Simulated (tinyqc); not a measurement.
# Trap density and cross-section from triangular pulses

Problem. In charge pumping, for a flat interface trap density D0 and a symmetric triangular wave, Qcp = -2 q A D0 Vt ln[vth s ni (dV/Va)/(2 f)], with s the geometric mean cross-section. Find D0, the frequency f0 where the line meets zero, and s.

Parameters, values chosen for the exercise:
- T = 300 K (temperature)
- A = 0.25 um^2 (gate area)
- vth = 1.4e7 cm/s (thermal velocity at 300 K, one nominal value for electrons and holes)
- dV = 0.65 V (Vth - Vfb)
- Va = 3 V (pulse height)

Constants: q = 1.602176634e-19 C, kB = 1.380649e-23 J/K, Vt = kB T/q. Results are converted to the units shown.

Qcp at f = 10000 and 5e5 Hz (fC): 0.024415086  0.039808308
ni = 7.2646622e9 cm^-3

Answer. Qcp is linear in ln f: the slope gives D0 and the zero gives s = 2 f0 Va/(vth ni dV).

D0 = 1.90e11 cm^-2 eV^-1
f0 = 20.2 Hz
s = 1.83e-15 cm^2

Numbers from tinyqc (`OMP_NUM_THREADS=1 python tinyqc.py 2030125 2030126 out.jsonl`; about 0.01 s on one thread of a shared Intel Xeon 2.30GHz).
